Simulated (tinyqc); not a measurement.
Inside a calculation. Model: electron mobility in a silicon inversion layer, empirical terms and Matthiessen rule.

tinyqc, about 0.01 s, one thread, Intel Xeon 2.30GHz (shared host): `OMP_NUM_THREADS=1 python tinyqc.py 2510107 2510108 out.jsonl` Printed values are rounded.

Inversion layer of sheet density Ns on a uniformly doped body, under a high-permittivity gate with an interlayer. The mobility terms are empirical power laws with prefactors chosen for the exercise; adding their inverses (Matthiessen) is itself an approximation.

Parameters, values chosen for the exercise; material values close to those of silicon:
```
symbol,value,unit,meaning
T,293,K,temperature
Eg,1.13,eV,band gap
eps_r,11.7,,relative permittivity of the semiconductor
Nc,2.67e19,cm^-3,conduction-band density of states at T
Nv,2.59e19,cm^-3,valence-band density of states at T
Nb,1.4e18,cm^-3,body doping
Vsb,1,V,reverse body bias
eta,0.5,,weight of the inversion charge in the effective field
Cox,1.92,uF/cm^2,gate capacitance
Ap,406,cm^2/(V s),phonon-limited mobility at 1 MV/cm and 300 K
As,991,cm^2/(V s),roughness-limited mobility at 1 MV/cm
gs,2,,exponent of the roughness term
Ac,2500,cm^2/(V s),Coulomb prefactor
Nit,3.4e11,cm^-2,charge at the interface
Ar,390,cm^2/(V s),remote-phonon mobility without interlayer
ti,0.5,nm,interlayer thickness
lr,0.8,nm,decay length of remote phonons
Ns,3.5e12,cm^-2,inversion density
WL,1,,ratio W/L
Vd,0.05,V,drain voltage
I,4.18,uA,measured linear current
```

Constants: q = 1.602176634e-19 C, kB = 1.380649e-23 J/K, Vt = kB T/q, eps0 = 8.8541878128e-14 F/cm where lengths are in cm. Results are converted to the units shown.

## Depletion charge and effective field

ni = sqrt(Nc Nv) exp(-Eg/(2 Vt)), Eg in volts; Ndep = sqrt(2 eps0 eps_r Nb (2 Vt ln(Nb/ni) + Vsb)/q); E = q (Ndep + eta Ns)/(eps0 eps_r), in MV/cm.

ni = 5.02993e9 cm^-3
Ndep = 5.99006e12 cm^-2
E = 1.19707 MV/cm

The depletion charge gives 77.4 % of the field.

## Mobility terms and their sum

With t = T/(300 K): muC = Ac (Ns/1e12 cm^-2) t/(Nb/1e17 cm^-3 + Nit/1e11 cm^-2), muP = Ap E^(-1/3) t^(-1.75), muS = As E^(-gs), muR = Ar exp(2 ti/lr)/t; 1/mu is the sum of the inverses.

terms (cm^2/(V s)): Coulomb 491.140, phonon 398.501, roughness 691.566, remote phonon 1393.75
mu = 149.054 cm^2/(V s)
shares of 1/mu (%): Coulomb 30.3487, phonon 37.4037, roughness 21.5532, remote phonon 10.6944

The phonon term limits most.

## Iteration 1: inversion density for the measured current

Ns at the start = 1.8e12 cm^-2

I = (W/L) q Ns mu Vd. E = q (Ndep + eta Ns)/(eps0 eps_r) in MV/cm. With t = T/(300 K): muC = Ac (Ns/1e12 cm^-2) t/(Nb/1e17 cm^-3 + Nit/1e11 cm^-2), muP = Ap E^(-1/3) t^(-1.75), muS = As E^(-gs), muR = Ar exp(2 ti/lr)/t; 1/mu is the sum of the inverses. Ns(new) = I/((W/L) q mu Vd).

E = 1.06561 MV/cm
mu = 121.413 cm^2/(V s)
Ns after iteration 1 = 4.29763e12 cm^-2

## Iteration 2: inversion density for the measured current

As before.

E = 1.25875 MV/cm
mu = 153.226 cm^2/(V s)
Ns after iteration 2 = 3.40536e12 cm^-2

## Course of the iteration: inversion density for the measured current

Stop when Ns changes by less than 1e5 cm^-2, or after 120 iterations.

Course of the iteration:
```
iteration  Ns (cm^-2)  |change| (cm^-2)
1          4.29763e12           2.50e12
2          3.40536e12           8.92e11
3          3.51832e12           1.13e11
4          3.49744e12           2.09e10
5          3.50113e12            3.69e9
6          3.50047e12            6.56e8
7          3.50059e12            1.17e8
8          3.50057e12            2.07e7
9          3.50057e12            3.68e6
10         3.50057e12            6.55e5
11         3.50057e12            1.16e5
12         3.50057e12            2.07e4
```

Converged in 12 iterations. At the end each change is about 0.18 times the one before, with alternating sign: linear convergence.

## Split C-V extraction

Vg, point 0 to 12 (V): [0.1, 0.2, 0.3, 0.4, 0.5, 0.6, 0.7, 0.8, 0.9, 1, 1.1, 1.2, 1.3]
Cgc, point 0 to 12 (uF/cm^2): [1.15262e-5, 3.95701e-4, 0.0134947, 0.375410, 1.71456, 1.91332, 1.91980, 1.91999, 1.92000, 1.92000, 1.92000, 1.92, 1.92]
I, point 0 to 12 (uA): [4.65250e-12, 5.48430e-9, 6.41406e-6, 0.00587366, 0.450855, 1.91678, 3.63418, 5.29731, 6.82494, 8.19566, 9.40955, 10.4751, 11.4042]

Q(Vg) is the trapezoid sum of Cgc from the first point (where Q is taken as 0); mu_eff = I/((W/L) Q Vd); mu_FE = (dI/dVg)/((W/L) Cox Vd) with a backward difference. Listed from point 4 on.

Q, point 4 to 12 (uC/cm^2): [0.124658, 0.306053, 0.497709, 0.689699, 0.881699, 1.07370, 1.26570, 1.45770, 1.64970]
mu_eff, point 4 to 12 (cm^2/(V s)): [72.3344, 125.258, 146.036, 153.612, 154.813, 152.662, 148.686, 143.722, 138.258]
mu_FE, point 4 to 12 (cm^2/(V s)): [46.3522, 152.701, 178.895, 173.243, 159.127, 142.784, 126.447, 110.998, 96.7753]

At the last point mu_FE is 30 % below mu_eff: where the mobility falls with gate voltage the slope of I understates it.
